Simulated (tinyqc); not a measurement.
Inside a calculation: inversion layer as a triangular well, valleys of the Si type. Values are carried at full precision from step to step, so a last printed digit may differ when a step is redone from the rounded ones.

Six ellipsoidal valleys with their long axes along the cube axes, mass ml along the axis and mt across it. For a valley whose axis makes the angle theta with the surface normal, 1/m_z = cos^2(theta)/ml + sin^2(theta)/mt sets the confinement; in the plane the masses are m_1 = mt and m_2 = ml mt/m_z, and m_d = sqrt(m_1 m_2).

Constants: e^2/(4 pi eps0) = 14.39964547 eV angstrom; hbar^2/2m0 = 3.80998211 eV angstrom^2; kB = 8.617333262e-05 eV/K.

Values chosen for the exercise (near those of Si; not measured data):
```
symbol  value  unit         meaning
ml      0.919  m0           longitudinal mass
mt      0.192  m0           transverse mass
face    100                 surface
eps     11.7                dielectric constant
Ns      1.4    x 1e12/cm^2  electron sheet density
Nd      0.36   x 1e12/cm^2  depletion charge
eta     0.75                share of Ns in the effective field
T       300    K            temperature
tox     14     angstrom     SiO2-equivalent oxide thickness
```

## Valley masses on the (100) face

Group the valleys by their angle to the normal, heaviest m_z first.

Valleys (masses in m0):
```
valleys g  cos^2(theta)     m_z     m_1     m_2     m_d
2                1.0000  0.9190  0.1920  0.1920  0.1920
4                0.0000  0.1920  0.1920  0.9190  0.4201
```

The 2 valleys with the heaviest m_z will give the lowest ladder of subbands.

## Effective field

The field is taken as constant, e F = 4 pi (e^2/4 pi eps0)(Nd + eta Ns)/eps, with 1e12/cm^2 = 1e-4/angstrom^2, and the oxide as a hard wall at z = 0; c = hbar^2/2m0.

Find e F, and F in MV/cm (1 MV/cm = 0.01 V/angstrom).

e F = 0.00218069 eV/angstrom
F = 0.2181 MV/cm

## Subband ladders

Level j of a valley lies at E_j = a_j (c (e F)^2/m_z)^(1/3) above the band edge at the surface, with the Airy zeros a_j = 2.338107, 4.087949, 5.520560, 6.786708, 7.944134, 9.022651, 10.040174, 11.008524, 11.936016, 12.828777, and has <z> = 2 E_j/(3 e F).

The ten lowest levels of all groups of valleys together, j = 0, 1, ..., c = hbar^2/2m0; primes mark the groups with lighter m_z.

Subbands:
```
label  valleys g  m_d (m0)  E (eV)  <z> (angstrom)
0              2    0.1920  0.0632           19.31
0'             4    0.4201  0.1064           32.54
1              2    0.1920  0.1104           33.76
2              2    0.1920  0.1491           45.59
3              2    0.1920  0.1833           56.05
1'             4    0.4201  0.1861           56.90
4              2    0.1920  0.2146           65.61
5              2    0.1920  0.2437           74.52
2'             4    0.4201  0.2513           76.84
6              2    0.1920  0.2712           82.92
```

The second subband is 0', 43.3 meV above the first.

## Fermi level and populations

Subband i holds n_i = g m_d/(2 pi c) kB T ln(1 + exp((EF - E_i)/kB T)) (spin included), and EF is fixed by sum n_i = Ns over the levels listed or, where none are listed, over j = 0 to 9 of each group; 1e12/cm^2 = 1e-4/angstrom^2.

Solve for EF; c = hbar^2/2m0. The mean distance is sum n_i <z>_i/Ns.

EF = 0.0174 eV

Populations:
```
label  (EF - E)/kB T  n (1e12/cm^2)  share (%)
0              -1.77          0.653       46.6
0'             -3.44          0.571       40.8
1              -3.60          0.112        8.0
2              -5.09          0.025        1.8
3              -6.42          0.007        0.5
1'             -6.52          0.027        1.9
4              -7.63          0.002        0.1
5              -8.75          0.001        0.0
2'             -9.05          0.002        0.2
6              -9.82          0.000        0.0
```

mean distance from the surface = 27.42 angstrom

The lowest subband holds 46.6 % of the electrons and is partly degenerate (EF within a few kB T of its edge).

## Effect on the gate capacitance

The charge sits at the mean distance <z> from the surface, which adds (3.9/eps) <z> to the oxide thickness; C/Cox = tox/(tox + 3.9 <z>/eps). The density-of-states term is left out.

added thickness = 9.14 angstrom
C/Cox = 0.605

## Checks

- Lowest level by finite differences against the Airy formula, eV: both 0.0632.

Computed by tinyqc, a small Python program: `OMP_NUM_THREADS=1 python tinyqc.py 1280626 1280627 out.jsonl` (the numbers bound the seed that draws the inputs); one thread of a shared host (Intel(R) Xeon(R) Processor @ 2.30GHz), about 0.02 s for the whole set of steps.
